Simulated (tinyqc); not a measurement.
Electron mobility in a silicon inversion layer, empirical terms and Matthiessen rule: one step of the calculation.

Inversion layer of sheet density Ns on a uniformly doped body, under a high-permittivity gate with an interlayer. The mobility terms are empirical power laws with prefactors chosen for the exercise; adding their inverses (Matthiessen) is itself an approximation.

Question. Depletion charge and effective field. ni = sqrt(Nc Nv) exp(-Eg/(2 Vt)), Eg in volts; Ndep = sqrt(2 eps0 eps_r Nb (2 Vt ln(Nb/ni) + Vsb)/q); E = q (Ndep + eta Ns)/(eps0 eps_r), in MV/cm.

Values chosen for this exercise; material values close to those of silicon:
- T = 400 K (temperature)
- Eg = 1.14 eV (band gap)
- eps_r = 11.7 (relative permittivity of the semiconductor)
- Nc = 4.22e19 cm^-3 (conduction-band density of states at T)
- Nv = 4.08e19 cm^-3 (valence-band density of states at T)
- Nb = 6.1e17 cm^-3 (body doping)
- Vsb = 0.6 V (reverse body bias)
- eta = 0.5 (weight of the inversion charge in the effective field)
- Ns = 2.6e12 cm^-2 (inversion density)

Constants: q = 1.602176634e-19 C, kB = 1.380649e-23 J/K, Vt = kB T/q, eps0 = 8.8541878128e-14 F/cm where lengths are in cm. Results are converted to the units shown.

Wanted: ni; Ndep; E.

Answer.

ni = 2.731e12 cm^-3
Ndep = 3.381e12 cm^-2
E = 0.7240 MV/cm

The depletion charge gives 72.2 % of the field.

tinyqc, about 0.01 s, one thread, Intel Xeon 2.30GHz (shared host): `OMP_NUM_THREADS=1 python tinyqc.py 2510087 2510088 out.jsonl`
